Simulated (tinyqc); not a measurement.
Inside a calculation. Method: ROHF in the sto-3g basis, for H4+, spin multiplicity 2. One step of it, computed by the program tinyqc.

Task: Iteration 1: building the Fock matrix. J_ij = sum D_kl (ij|kl) with D = D(alpha) + D(beta), K_ij = sum D_kl (ik|jl) for each spin; F = H + J - K(s); E = tr D H + tr D J / 2 - 0.5 sum_s tr D(s) K(s) + E_nn.

D(alpha) at the start, order 1H 1s, 2H 1s, 3H 1s, 4H 1s:
$$\begin{pmatrix}
0.936476 & -0.621262 & 0.092271 & 0.050757 \\
-0.621262 & 0.429135 & -0.145685 & 0.092271 \\
0.092271 & -0.145685 & 0.429135 & -0.621262 \\
0.050757 & 0.092271 & -0.621262 & 0.936476
\end{pmatrix}$$

D(beta) at the start, order 1H 1s, 2H 1s, 3H 1s, 4H 1s:
$$\begin{pmatrix}
0.442860 & -0.356766 & 0.356766 & -0.442860 \\
-0.356766 & 0.287410 & -0.287410 & 0.356766 \\
0.356766 & -0.287410 & 0.287410 & -0.356766 \\
-0.442860 & 0.356766 & -0.356766 & 0.442860
\end{pmatrix}$$

core Hamiltonian H = T + V (hartree), order 1H 1s, 2H 1s, 3H 1s, 4H 1s:
$$\begin{pmatrix}
-1.096160 & -0.449529 & -0.013786 & -0.000384 \\
-0.449529 & -1.252692 & -0.196187 & -0.013786 \\
-0.013786 & -0.196187 & -1.252692 & -0.449529 \\
-0.000384 & -0.013786 & -0.449529 & -1.096160
\end{pmatrix}$$

Two-electron integrals (ij|kl) in chemists' order, unique and non-zero (hartree):
```
(11|11) 0.774606   (21|11) 0.153567   (21|21) 0.045528   (22|11) 0.359485
(22|21) 0.153567   (22|22) 0.774606   (31|11) 0.002242   (31|21) 0.000836
(31|22) 0.003756   (31|31) 0.000023   (32|11) 0.026939   (32|21) 0.010843
(32|22) 0.056489   (32|31) 0.000376   (32|32) 0.007481   (33|11) 0.154278
(33|21) 0.055604   (33|22) 0.264468   (33|31) 0.002242   (33|32) 0.056489
(33|33) 0.774606   (41|11) 0.000035   (41|21) 0.000014   (41|22) 0.000069
(41|31) 4.78e-07   (41|32) 0.000009   (41|33) 0.000069   (41|41) 1.19e-08
(42|11) 0.001213   (42|21) 0.000454   (42|22) 0.002242   (42|31) 0.000017
(42|32) 0.000376   (42|33) 0.003756   (42|41) 4.78e-07   (42|42) 0.000023
(43|11) 0.036082   (43|21) 0.012413   (43|22) 0.055604   (43|31) 0.000454
(43|32) 0.010843   (43|33) 0.153567   (43|41) 0.000014   (43|42) 0.000836
(43|43) 0.045528   (44|11) 0.108750   (44|21) 0.036082   (44|22) 0.154278
(44|31) 0.001213   (44|32) 0.026939   (44|33) 0.359485   (44|41) 0.000035
(44|42) 0.002242   (44|43) 0.153567   (44|44) 0.774606
```

nuclear repulsion = 1.41970845 hartree

Give: Coulomb J; exchange K(alpha); exchange K(beta); F(alpha); F(beta); total energy of this density.

Result:

Coulomb J (hartree), order 1H 1s, 2H 1s, 3H 1s, 4H 1s:
$$\begin{pmatrix}
1.1954 & 0.2899 & 0.0062 & 0.0001 \\
0.2899 & 1.0004 & 0.1070 & 0.0062 \\
0.0062 & 0.1070 & 1.0004 & 0.2899 \\
0.0001 & 0.0062 & 0.2899 & 1.1954
\end{pmatrix}$$

exchange K(alpha) (hartree), order 1H 1s, 2H 1s, 3H 1s, 4H 1s:
$$\begin{pmatrix}
0.5543 & -0.0412 & -0.0008 & 0.0093 \\
-0.0412 & 0.1730 & 0.0033 & -0.0008 \\
-0.0008 & 0.0033 & 0.1730 & -0.0412 \\
0.0093 & -0.0008 & -0.0412 & 0.5543
\end{pmatrix}$$

exchange K(beta) (hartree), order 1H 1s, 2H 1s, 3H 1s, 4H 1s:
$$\begin{pmatrix}
0.2477 & -0.0269 & 0.0221 & -0.0266 \\
-0.0269 & 0.1116 & -0.0209 & 0.0221 \\
0.0221 & -0.0209 & 0.1116 & -0.0269 \\
-0.0266 & 0.0221 & -0.0269 & 0.2477
\end{pmatrix}$$

F(alpha) (hartree), order 1H 1s, 2H 1s, 3H 1s, 4H 1s:
$$\begin{pmatrix}
-0.4551 & -0.1184 & -0.0067 & -0.0095 \\
-0.1184 & -0.4252 & -0.0924 & -0.0067 \\
-0.0067 & -0.0924 & -0.4252 & -0.1184 \\
-0.0095 & -0.0067 & -0.1184 & -0.4551
\end{pmatrix}$$

F(beta) (hartree), order 1H 1s, 2H 1s, 3H 1s, 4H 1s:
$$\begin{pmatrix}
-0.1485 & -0.1327 & -0.0296 & 0.0263 \\
-0.1327 & -0.3638 & -0.0682 & -0.0296 \\
-0.0296 & -0.0682 & -0.3638 & -0.1327 \\
0.0263 & -0.0296 & -0.1327 & -0.1485
\end{pmatrix}$$

total energy of this density = -0.576423 hartree
